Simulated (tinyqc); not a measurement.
Inside a calculation. Model: thin-film transistor with exponential tail and deep states, accumulation layer.

Computed by the program tinyqc: `OMP_NUM_THREADS=1 python tinyqc.py 2610024 2610025 out.jsonl`, one thread of a shared Intel Xeon 2.30GHz, about 0.02 s for the whole run. Printed values are rounded.

An undoped film in accumulation, thicker than the space-charge layer. With band bending psi the Fermi level lies E0 - psi below the band edge. Free electrons n = n0 exp(psi/Vt) carry the current; electrons in two exponential distributions of traps, a = a0 exp(psi/Va) and d = d0 exp(psi/Vp), do not. Linear regime, ohmic contacts, traps in equilibrium.

Values chosen for this exercise; values close to those of an organic semiconductor: temperature T = 270 K; relative permittivity of the semiconductor eps_r = 3.2; density of extended states Nc = 7.9e19 cm^-3; band mobility mb = 3.1 cm^2/(V s); total density of tail states Nt = 8.8e19 cm^-3; characteristic temperature of the tail Tt = 440 K; total density of deep states Nd = 3.4e17 cm^-3; characteristic temperature of the deep states Td = 1100 K; bulk Fermi level below the band edge E0 = 0.68 eV; gate capacitance Ci = 100 nF/cm^2; ratio W/L WL = 2; drain voltage Vd = 0.2 V; gate voltage above flat band Vg = 2 V.

Constants: q = 1.602176634e-19 C, kB = 1.380649e-23 J/K, Vt = kB T/q, eps0 = 8.8541878128e-14 F/cm where lengths are in cm. Results are converted to the units shown.

## Bulk densities

Va = kB Tt/q, Vp = kB Td/q; n0 = Nc exp(-E0/Vt), a0 = Nt th(T/Tt) exp(-E0/Va), d0 = Nd th(T/Td) exp(-E0/Vp), th(x) = pi x/sin(pi x).

Va = 0.0379163 V
Vp = 0.0947907 V
th(T/Tt) = 2.05752
n0 = 1.60270e7 cm^-3
a0 = 2.94496e12 cm^-3
d0 = 2.88341e14 cm^-3

## Iteration 1: surface potential by Newton steps

psi at the start = 0.73 V

Va = kB Tt/q, Vp = kB Td/q. G(psi) = sum over the three kinds of c0 [V (exp(psi/V) - 1) - psi], field F = sqrt(2 q G/(eps0 eps_r)); Vg = psi + eps0 eps_r F/Ci at the surface. f = psi + eps0 eps_r F/Ci - Vg, f' = 1 + q rho/(Ci F) with rho = sum c0 (exp(psi/V) - 1); psi(new) = psi - f/f'.

F = 6850.00 kV/cm
f = 18.1384 V
f' = 317.941
psi after iteration 1 = 0.672950 V

## Iteration 2: surface potential by Newton steps

As before.

F = 2831.86 kV/cm
f = 6.69659 V
f' = 119.269
psi after iteration 2 = 0.616804 V

## Course of the iteration: surface potential by Newton steps

Stop when psi changes by less than 1e-10 V, or after 30 iterations. psi must stay between 0 and 5 V.

Course of the iteration:
```
iteration	psi (V)	|change| (V)
1	0.672950	0.0570
2	0.616804	0.0561
3	0.572947	0.0439
4	0.552417	0.0205
5	0.549028	3.39e-3
6	0.548950	7.76e-5
7	0.548950	3.95e-8
8	0.548950	1.02e-14
```

Converged in 8 iterations. At the end the number of correct digits about doubles with each step.

## Free and total charge, current

psi_s = 0.548950 V

Va = kB Tt/q, Vp = kB Td/q. G(psi) = sum over the three kinds of c0 [V (exp(psi/V) - 1) - psi], field F = sqrt(2 q G/(eps0 eps_r)); Vg = psi + eps0 eps_r F/Ci at the surface. Total charge Q = Ci (Vg - psi_s); free charge Qf = q times the integral of n0 (exp(psi/Vt) - 1)/F over psi from 0 to psi_s; I = (W/L) mb Qf Vd; effective mobility mb Qf/Q.

surface densities (cm^-3): free 2.82795e17, tail 5.71186e18, deep 9.44030e16
Q = 145.105 nC/cm^2
Qf = 2.93128 nC/cm^2
effective mobility = 0.0626235 cm^2/(V s)
I = 3.63479 nA

2.02 % of the induced charge is free, against 4.64 % of the electrons right at the surface.
